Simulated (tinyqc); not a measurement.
# Resistance of a source-drain extension with a graded tip: abruptness at a fixed junction position

y runs along the channel, the gate covers y > 0. The doping is N0 for y < y0 and N0 10^(-(y - y0)/la) beyond, uniform over the depth xj. Sheet conductance s(y) = q mu(N) max(N - Nch, 0) xj + (for y > 0) ma Cox Vo, with mu(N) = u0 + (u1 - u0)/(1 + (N/Nr)^au) and Cox = eps0 eox/tox. Current is taken as one-dimensional; depletion of the tip, spreading and the contact are left out. The metallurgical junction lies at yj, where N = Nch.

R_spacer = integral of dy/s from -Ls to 0, R_ov from 0 to yj, R_channel = (Lg - 2 yj)/(ma Cox Vo), R_total = 2 R_spacer + 2 R_ov + R_channel. Electrical length L_eff = ma Cox dR_total/d(1/Vo); R_series = R_total - L_eff/(ma Cox Vo). y0 is moved with la so that yj stays at 7.2893 nm.

Values chosen for this exercise; mobility law close to that of electrons in silicon: relative permittivity of the gate insulator (close to silicon dioxide) eox = 3.9; insulator thickness tox = 2.8 nm; active doping of the extension far from the gate N0 = 5.8e19 cm^-3; depth of the extension xj = 23 nm; channel doping Nch = 8.7e17 cm^-3; spacer length Ls = 17 nm; gate overdrive Vo = 0.53 V; mobility of the gate-induced layer ma = 180 cm^2/(V s); mobility at low doping u1 = 1414 cm^2/(V s); mobility at high doping u0 = 68.5 cm^2/(V s); reference doping Nr = 9.2e16 cm^-3; exponent au = 0.711; gate length Lg = 50 nm.

Constants: q = 1.602176634e-19 C, eps0 = 8.8541878128e-14 F/cm where lengths are in cm. Results are converted to the units shown.

The same in every row: yj (nm) = 7.289; R_channel (ohm um) = 301.1.

Results:
```
la (nm/decade)  R_spacer (ohm um)  R_ov (ohm um)  R_total (ohm um)  L_eff (nm)  R_series (ohm um)
1                           9.834          8.452             337.6       36.14              30.43
2.3                         9.834          14.31             349.3       37.01              34.80
3.6                         9.834          20.16             361.1       37.87              39.18
4.9                         10.25          25.67             372.9       38.72              43.80
7.4                         15.47          32.99             398.0       40.14              56.79
8.7                         20.12          35.66             412.6       40.76              66.19
10                          25.82          37.83             428.4       41.30              77.31
```

Estimate the missing row, la = 6.1 nm/decade.

Computed row:
```
la (nm/decade)  R_spacer (ohm um)  R_ov (ohm um)  R_total (ohm um)  L_eff (nm)  R_series (ohm um)
6.1                         12.06          29.64             384.5       39.44              49.22
```

With this row back in the table: As la goes from 1 to 10 nm/decade, R_total rises from 338 to 428 ohm um, R_spacer rises from 9.83 to 25.8 ohm um and R_ov rises from 8.45 to 37.8 ohm um. R_total changes on average by 10.1 ohm um for each nm/decade. L_eff exceeds the metallurgical length by 0.723 nm in the first row and 5.88 nm in the last, since the gate also controls the lightly doped tips.

Computed by the program tinyqc: `OMP_NUM_THREADS=1 python tinyqc.py 2282118 2282119 out.jsonl`, one thread of a shared Intel Xeon 2.30GHz, about 0.03 s for the whole run.
